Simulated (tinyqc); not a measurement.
## Abrupt p-n junction, non-linear Poisson equation by Newton steps: convergence with the mesh

One dimension, p side on the left, n side on the right; net doping C = -Na for x < 0 and +Nd for x > 0. The potential psi is counted from the intrinsic level, and the quasi-Fermi potentials are flat: 0 for holes and -V for electrons, so n = ni exp((psi + V)/Vt) and p = ni exp(-psi/Vt) (Boltzmann statistics, full ionisation, no current). Under reverse bias this makes the minority densities vanishingly small everywhere; they play no part in the charge.

Uniform meshes of N intervals over 2713 nm, nodes at x_i = (i - j - 1/2) h, i = 0..N, so that the junction lies midway between nodes j and j + 1; end nodes fixed at psi_p and psi_n; box-integrated Poisson equation eps0 eps_r (psi_(i+1) - 2 psi_i + psi_(i-1))/h + q h (p - n + C) = 0. The peak field is the largest (psi_(i+1) - psi_i)/h; LD = sqrt(eps0 eps_r Vt/(q N)) of the heavier side. Errors are against E_j. ni = sqrt(Nc Nv) exp(-Eg/(2 Vt)), Eg in volts. Exact first integral for an abrupt junction with thick neutral sides: psi_p = -Vt ln(Na/ni), psi_n = Vt ln(Nd/ni) - V, psi_j = (Nd psi_n + Na psi_p - Vt (Nd - Na))/(Na + Nd) at the junction, n_j = ni exp((psi_j + V)/Vt), p_j = ni exp(-psi_j/Vt), and E_j^2 = (2 q/(eps0 eps_r)) [Nd (psi_n - psi_j - Vt) + Vt (n_j + p_j)] (minority densities of the neutral sides neglected).

Values chosen for this exercise; band and dielectric values close to those of gallium nitride: temperature T = 300 K; band gap Eg = 3.41 eV; relative permittivity eps_r = 9.58; conduction-band density of states at T Nc = 2.33e18 cm^-3; valence-band density of states at T Nv = 4.53e19 cm^-3; acceptor density of the p side Na = 2.1e15 cm^-3; donor density of the n side Nd = 5.5e17 cm^-3; bias of the p side against the n side V = -0.8 V.

Constants: q = 1.602176634e-19 C, kB = 1.380649e-23 J/K, Vt = kB T/q, eps0 = 8.8541878128e-14 F/cm where lengths are in cm. Results are converted to the units shown.

Result of one run:
```
h (nm)    h/LD     j  peak field (kV/cm)  error (%)
2.120   0.4249  1259               64.39     -0.314
```

Which number of intervals N gave this result: 80, 160, 320, 640 or 1280?

N = 1280.

The whole series:
```
N     h (nm)    h/LD     j  peak field (kV/cm)  error (%)
80     33.91   6.798    78               55.05      -14.8
160    16.96   3.399   157               57.94      -10.3
320    8.478   1.700   314               61.93      -4.13
640    4.239  0.8498   629               63.82      -1.20
1280   2.120  0.4249  1259               64.39     -0.314
```

The error goes from -15 % at N = 80 to -0.31 % at N = 1280. Over the last doubling it shrinks by a factor of 3.8, close to the 4 of a second-order scheme. It first drops below 1 % at N = 1280, where h is 0.42 Debye lengths.

Numbers from tinyqc (`OMP_NUM_THREADS=1 python tinyqc.py 2000049 2000050 out.jsonl`; about 0.04 s on one thread of a shared Intel Xeon 2.30GHz).
